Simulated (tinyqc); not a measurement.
FCI on RHF in the sto-3g basis, for H3-, spin multiplicity 1, step by step. The basis has no diffuse functions, so it cannot describe the extra electron: this is an exercise in the method, not the real anion. One step of it, computed by the program tinyqc.

Problem. FCI: determinants and Hamiltonian. Slater-Condon rules over spin orbitals, with the nuclear repulsion added and E(HF) subtracted on the diagonal.

one-electron integrals over orbitals h = C^T H C (hartree), lower triangle:
```
           1          2          3
1  -1.285176
2   0.000000  -1.029577
3  -0.101986   0.000000  -0.848571
```

Two-electron integrals over orbitals (pq|rs), unique and non-zero (hartree):
```
(11|11) 0.492666    (21|21) 0.159340    (22|11) 0.427188    (22|22) 0.493199
(31|11) 0.076806    (31|22) -0.062051   (31|31) 0.149438    (32|21) -0.149283
(32|32) 0.152684    (33|11) 0.512296    (33|22) 0.443744    (33|31) 0.087691
(33|33) 0.553022
```

nuclear repulsion = 0.98800824 hartree

Hartree-Fock energy = -1.26555852 hartree

Give: determinants; H - E(HF) between determinants.

Solution.

Occupation strings over the orbitals (2 doubly, a alpha, b beta, 0 empty; spin orbitals ordered 1a 1b 2a 2b ...): 220 2ab a2b 2ba b2a 202 ab2 ba2 022

H - E(HF) between determinants (hartree), lower triangle:
```
        220      2ab      a2b      2ba      b2a     202      ab2     ba2
220  0.0000
2ab  0.0000   0.3117
a2b  0.0000   0.0000   0.4960
2ba  0.0000  -0.1527   0.0000   0.3117
b2a  0.0000   0.0000  -0.1494   0.0000   0.4960
202  0.1527   0.0000   0.1493   0.0000  -0.1493  0.7821
ab2  0.0000  -0.1493   0.0000   0.1497   0.0000  0.0000   0.8318
ba2  0.0000   0.1497   0.0000  -0.1493   0.0000  0.0000  -0.1593  0.8318
022  0.1494   0.0000   0.0109   0.0000  -0.0109  0.1593   0.0000  0.0000

        022
022  1.0131
```
